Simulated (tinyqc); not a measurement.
Field dependence: Hall effect and magnetoresistance of several carrier groups with constant relaxation times. Computed by tinyqc, a small Python program. Command: `OMP_NUM_THREADS=1 python tinyqc.py 3021290 3021291 out.jsonl hall2 walk`. One thread of a shared host (Intel(R) Xeon(R) Processor @ 2.30GHz), about 0.01 s of CPU time with the checks.

Group 1 has charge -e and group 2 charge -e; s_i is that sign. B lies along z; mu B is formed with mu in m^2/(V s).

Inputs (values chosen for the exercise, for a model conductor):

| quantity | value | unit |
|---|---|---|
| density n1 | 3e+12 | 1/cm^2 |
| mobility mu1 | 10000 | cm^2/(V s) |
| density n2 | 2e+13 | 1/cm^2 |
| mobility mu2 | 280 | cm^2/(V s) |

Carriers: two electron groups. Densities: per area (a thin layer).

Constants: e = 1.602176634e-19 C.

Method:
- Weak field: R_H(0) = sum s_i n_i mu_i^2/(e (sum n_i mu_i)^2); MR = c B^2 with c = n1 n2 mu1 mu2 (s1 mu1 - s2 mu2)^2/(n1 mu1 + n2 mu2)^2. Strong field: R_H = 1/(e sum s_i n_i); rho_xx saturates at (n1/mu1 + n2/mu2)/(e (sum s_i n_i)^2).
- sigma_xx = sum n_i e mu_i/(1 + mu_i^2 B^2); sigma_xy = sum s_i n_i e mu_i^2 B/(1 + mu_i^2 B^2).
- rho_xx = sigma_xx/(sigma_xx^2 + sigma_xy^2); Hall coefficient R_H = sigma_xy/(B (sigma_xx^2 + sigma_xy^2)), with B in V s/cm^2 (1 T = 1e-4 V s/cm^2); magnetoresistance MR = rho_xx(B)/rho_xx(0) - 1.

saturation MR = 382.710 %

Against the field:

| B (T) | mu1 B | rho_xx (ohm) | R_H (cm^2/C) | MR (%) |
|---|---|---|---|---|
| 0.05 | 0.05 | 175.38 | -1.4851e+06 | 3.1307e-02 |
| 0.15 | 0.15 | 175.82 | -1.4843e+06 | 2.8158e-01 |
| 0.4 | 0.4 | 178.82 | -1.4788e+06 | 1.9934e+00 |
| 1 | 1 | 196.58 | -1.4467e+06 | 1.2127e+01 |
| 2.5 | 2.5 | 289.26 | -1.2791e+06 | 6.4984e+01 |
| 6 | 6 | 538.24 | -8.2865e+05 | 2.0700e+02 |
| 15 | 15 | 766.07 | -4.1651e+05 | 3.3695e+02 |
| 40 | 40 | 833.73 | -2.9412e+05 | 3.7554e+02 |
| 120 | 120 | 844.88 | -2.7394e+05 | 3.8190e+02 |

What does the comparison show, and why?

MR starts as B^2.00 and ends as B^0.02; it saturates at 383 %. One group alone would show no magnetoresistance in this model. The rows with mu1 B well above 1 show the semiclassical limit; Landau quantisation is left out. Fields above 100 T are beyond ordinary laboratory magnets.
